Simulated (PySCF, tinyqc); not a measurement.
Inside a calculation. Method: coupled-perturbed Hartree-Fock on RHF in the sto-3g basis, for H4, spin multiplicity 1. The lowest restricted solution is unstable here: a spin-polarised one lies 0.0177 hartree lower (PySCF). One step of it, computed by the program tinyqc.

Problem. Orthogonalisation. S = U s U^T; symmetric (Loewdin) form X = U s^(-1/2) U^T, so that X^T S X = 1.

overlap S, lower triangle:
```
          1H 1s     2H 1s     3H 1s     4H 1s
1H 1s  1.000000
2H 1s  0.359601  1.000000
3H 1s  0.027660  0.241364  1.000000
4H 1s  0.001541  0.027716  0.360078  1.000000
```

Give: eigenvalues of S; X.

Solution.

eigenvalues of S: 0.525  0.716  1.232  1.527

X, lower triangle:
```
        1H 1s   2H 1s   3H 1s  4H 1s
1H 1s   1.055
2H 1s  -0.201   1.081
3H 1s   0.023  -0.141   1.081
4H 1s  -0.004   0.024  -0.202  1.055
```
